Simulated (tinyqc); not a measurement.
# The bottom gap that matches the currents

Question. Photon flux above E from a black body at temperature T into a hemisphere: Phi(E, T) = A sum_k exp(-k E/th)[E^2 th/k + 2 E th^2/k^2 + 2 th^3/k^3], k = 1, 2, ..., with th = kB T/q in eV and A = 2 pi q^3/(h^3 c^2). In a two-junction cell the top cell (gap E1) absorbs every photon above E1 and the bottom cell (gap E2) every photon between E2 and E1, one electron each; the sun fills the share fs X of the hemisphere. The currents match when Phi(E2, Ts) = 2 Phi(E1, Ts). Find E2 and the matched current q fs X Phi(E1, Ts).

Inputs (values chosen for the exercise):
- Ts = 7000 K (temperature of the black-body sun)
- fs = 2.16e-5 (share of the hemisphere filled by the sun)
- X = 1000 (concentration)

Constants: q = 1.602176634e-19 C, kB = 1.380649e-23 J/K, h = 6.62607015e-34 J s, c = 299792458 m/s. Results are converted to the units shown.

E1 = 1.7185555 eV

Solution. Phi falls steadily with energy, so the condition has one root below E1.

E2 = 0.7800 eV
matched current = 7.024e4 mA/cm^2

Numbers from tinyqc (`OMP_NUM_THREADS=1 python tinyqc.py 2820103 2820104 out.jsonl`; about 0.01 s on one thread of a shared Intel Xeon 2.30GHz).
